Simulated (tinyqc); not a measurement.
# One rectangular barrier with mass mismatch, transfer matrices: effects of single changes

One electron of energy E comes from the left lead (band edge 0); no transverse momentum. Parabolic bands, masses in units of m0, C = hbar^2/(2 m0); psi and psi'/m are continuous at every interface. The right lead equals the left one.

Values chosen for this exercise; masses and offsets of a made-up heterostructure:

| symbol | value | unit | meaning |
|---|---|---|---|
| mL | 0.035 | m0 | mass in the left lead |
| U1 | 1.3 | eV | barrier height |
| m1 | 0.13 | m0 | barrier mass |
| d1 | 2 | nm | barrier width |
| E | 0.624 | eV | electron energy |

Constants: q = 1.602176634e-19 C, hbar = 1.054571817e-34 J s, m0 = 9.1093837015e-31 kg, hbar^2/(2 m0) = 0.0380998212 eV nm^2. Results are converted to the units shown.

Each table varies one quantity; the others keep the values above.

## Transmission against energy

For the pair (psi, psi'/m) a flat layer has M = [[cos kd, (m/k) sin kd], [-(k/m) sin kd, cos kd]] with k = sqrt(m (E - U)/C) above its edge U, and M = [[cosh Kd, (m/K) sinh Kd], [(K/m) sinh Kd, cosh Kd]] with K = sqrt(m (U - E)/C) below it. The matrices are multiplied with later layers to the left. With M acting on (psi, psi'/m) and v = k/m in each lead, T(E) = 4 vL vR/[(vL vR M12 - M21)^2 + (vR M11 + vL M22)^2]. The last column is exp(-2 sum K d) over the layers with U > E.

Results:
```
E (eV),T(E),exp(-2 sum K d)
0.104,9.136e-4,3.095e-4
0.307,0.002522,6.344e-4
0.511,0.004676,0.001412
0.714,0.008280,0.003496
0.917,0.01510,0.01033
1.324,0.06297,1.000
1.527,0.1526,1.000
1.73,0.4148,1.000
1.933,0.9131,1.000
2.137,0.9044,1.000
2.34,0.6428,1.000
```

Estimate the missing row, E = 1.12 eV.

Computed row:
```
E (eV),T(E),exp(-2 sum K d)
1.12,0.02936,0.04351
```

With this row back in the table: T(E) runs from 9.14e-4 at 0.104 eV to 0.643 at 2.34 eV; among the rows its largest value is 0.913 at 1.933 eV. Below the barrier the ratio to exp(-2Kd) lies between 0.675 and 3.98: that is the prefactor which WKB sets to 1. Above the barrier T(E) is as low as 0.0630 in these rows: both interfaces reflect, and the reflections cancel only where k d is a multiple of pi.

## Effect of the barrier mass and of the matching rule

The second column matches psi and psi' without the mass (every m outside k and K set to 1), which is not the envelope-function rule when the masses differ.

Result of one run:
```
m1 (m0),"T(E), psi'/m matched","T(E), psi' matched",ratio
0.044,0.10966,0.10789,0.98389
```

What becomes of these results when the barrier mass m1 is changed from 0.044 to 0.027 m0, all else the same?

Result of the changed run:
```
m1 (m0),"T(E), psi'/m matched","T(E), psi' matched",ratio
0.027,0.21732,0.22086,1.0163
```

The whole series:
```
m1 (m0),"T(E), psi'/m matched","T(E), psi' matched",ratio
0.021,0.27702,0.28510,1.0292
0.027,0.21732,0.22086,1.0163
0.035,0.15709,0.15709,1.0000
0.044,0.10966,0.10789,0.98389
0.057,0.066518,0.064181,0.96487
0.073,0.037318,0.035347,0.94719
0.094,0.018571,0.017283,0.93065
0.12,0.0084975,0.0077891,0.91664
```

With psi'/m matched, T(E) falls from 0.277 to 0.00850. The other rule gives 1.03 times that in the first row and 0.917 times in the last; the two rules coincide at m1 = mL = 0.035.

## Effect of the barrier width

Same model as above.

For a thick barrier T(E) tends to c exp(-2Kd), c = 16 g^2/(1 + g^2)^2, g = (K/m1)/vL.

Results:
```
d1 (nm),K d,T(E),c exp(-2Kd)
0.2,0.30375,0.88024,1.5236
0.5,0.75937,0.50104,0.61253
0.81,1.2302,0.22214,0.23888
1.42,2.1566,0.037052,0.037454
1.72,2.6122,0.014993,0.015057
2.02,3.0679,0.0060430,0.0060534
2.33,3.5387,0.0023592,0.0023608
2.63,3.9943,9.4884e-4,9.4910e-4
```

Estimate the missing row, d1 = 1.11 nm.

Computed row:
```
d1 (nm),K d,T(E),c exp(-2Kd)
1.11,1.6858,0.093371,0.096037
```

With this row back in the table: T(E) falls from 0.880 to 9.49e-4. Here g = 0.540 and c = 2.80. The thick-barrier form is 73 % above the exact value at Kd = 0.30 and 0.027 % above it at Kd = 4.0; at the end T(E) loses 1.32 decades a nanometre, against 2K/ln 10 = 1.32. In 2 of the 9 rows a layer is thinner than 0.8 nm, a few atomic planes, where an effective mass is a rough description.

Range of the model: Masses are held fixed, although real bands cease to be parabolic a few tenths of an eV from their edges (inside a barrier too).

Program tinyqc, `OMP_NUM_THREADS=1 python tinyqc.py 2560001 2560002 out.jsonl`; Intel Xeon 2.30GHz, shared host, one thread, about 0.01 s.
